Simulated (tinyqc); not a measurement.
Rectangular fin or nanosheet with a gate all round, subbands and threshold shift from confinement: one step of the calculation.

Undoped body with a flat potential across it, hard walls, transport along x. Three valley pairs (g = 2 each) with the longitudinal mass along x, y or z. Non-parabolicity enters the subband edges through E (1 + al E) = gamma, so E = 2 gamma/(1 + sqrt(1 + 4 al gamma)); motion within a subband is taken as parabolic with the band-edge mass. Energies are counted from the bulk band edge.

Task. Threshold shift. Each subband has N_k = g sqrt(2 mx m0 kB T/(pi hbar^2)); without degeneracy n = exp(EF/Vt) sum N_k exp(-E_k/Vt). Classical value Nc times t H, Nc = sum over valleys of 2 g (m m0 kB T/(2 pi hbar^2))^1.5 with m = (mx my mz)^(1/3). Threshold shift dVT = Vt ln(classical value/sum N_k exp(-E_k/Vt)). Use the subbands listed.

Inputs (values chosen for the exercise); masses close to those of silicon: temperature T = 400 K; longitudinal mass ml = 0.93 m0; transverse mass mt = 0.193 m0; width (along y) t = 3 nm; height (along z) H = 4.5 nm.

Constants: q = 1.602176634e-19 C, kB = 1.380649e-23 J/K, hbar = 1.054571817e-34 J s, m0 = 9.1093837015e-31 kg, Vt = kB T/q. Results are converted to the units shown.

E_k, subband y1,1 to x1,1 (eV): [0.12043377, 0.19043838, 0.22159158, 0.23570508, 0.24777247]
N_k, subband y1,1 to x1,1 (cm^-1): [4.7150759e6, 4.7150759e6, 4.7150759e6, 4.7150759e6, 1.0350266e7]

Find: shares; sum N_k exp(-E_k/Vt); Nc; classical value; dVT.

Result.

shares, subband y1,1 to x1,1 (%): [78.479, 10.297, 4.171, 2.769, 4.284]
sum N_k exp(-E_k/Vt) = 1.8253e5 cm^-1
Nc = 4.3145e19 cm^-3
classical value = 5.8246e6 cm^-1
dVT = 119.36 mV

tinyqc, about 0.2 s, one thread, Intel Xeon 2.30GHz (shared host): `OMP_NUM_THREADS=1 python tinyqc.py 2350033 2350034 out.jsonl`
